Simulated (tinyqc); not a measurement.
Changing the solid interaction L_S: binary melting diagram from solution models of liquid and solid. Computed by tinyqc, a small Python program. Command: `OMP_NUM_THREADS=1 python tinyqc.py 3030362 3030363 out.jsonl melt sweep`. One thread of a shared host (Intel(R) Xeon(R) Processor @ 2.30GHz), about 0.01 s of CPU time with the checks.

x is the fraction of B. In a phase with interaction L: mu_A = G_A + R T ln(1 - x) + L x^2, mu_B = G_B + R T ln x + L (1 - x)^2. Melting: G(liquid) - G(solid) = H (1 - T/T_m) for each pure component.

Inputs (values chosen for the exercise, for a model alloy): melting point T_A = 1645 K; melting point T_B = 960 K; heat of melting H_A = 15 kJ/mol; heat of melting H_B = 8.45 kJ/mol; liquid interaction L_L = -1.6 kJ/mol; position of T, (T - T_A)/(T_B - T_A) = 0.21; dilute content c0 of B = 0.0011; growth number V delta/D = 0.25.

Diagram: complete solid solution (lens).

Constants: R = 8.314462618 J/(mol K).

Method:
- T = T_A + u (T_B - T_A). The ideal solution has k_A = exp(dG_A/(R T)) = (1 - xs)/(1 - xl) and k_B = exp(dG_B/(R T)) = xs/xl, so xl = (1 - k_A)/(k_B - k_A).
- Equal potentials: F_A = dG_A + R T ln[(1 - xl)/(1 - xs)] + L_L xl^2 - L_S xs^2 = 0, F_B = dG_B + R T ln(xl/xs) + L_L (1 - xl)^2 - L_S (1 - xs)^2 = 0. Newton steps from the ideal values with the exact Jacobian, halved if x would leave (0, 1); stop below 1e-12, residuals under 1e-7 shown as 0.
- At T_A, k0 = exp[(dG_B(T_A) + L_L - L_S)/(R T_A)]; van 't Hoff: m_L = -R T_A^2 (1 - k0)/H_A per unit fraction. Burton-Prim-Slichter: k_eff = k0/[k0 + (1 - k0) exp(-V delta/D)]. Freezing range of c0: |m_L| c0 |1 - k0|/k0.

One run for each value:
```
solid interaction L_S (kJ/mol)  liquidus xl  solidus xs  partition coefficient k0  liquidus slope m_L (K)
-6.1                                0.43727     0.35198                   0.89420                 -158.69
-4.6                                0.36557     0.28603                   0.80132                 -298.01
-3.1                                0.30433     0.22656                   0.71809                 -422.85
-1.6                                0.25695     0.17822                   0.64350                 -534.73
-0.1                                0.22199     0.14108                   0.57666                 -634.99
1.4                                 0.19638     0.11300                   0.51676                 -724.83
2.9                                 0.17737     0.09167                   0.46308                 -805.34
```

Over the rows, liquidus xl falls from 0.437 to 0.177; solidus xs falls from 0.352 to 0.0917; partition coefficient k0 falls from 0.894 to 0.463. ln k0 falls by 0.0731 per kJ/mol, which is 1/(R T_A): a solid that mixes less willingly rejects more solute. Left out: -7.60, 4.40 (the lens gives way to a congruent point or a gap).
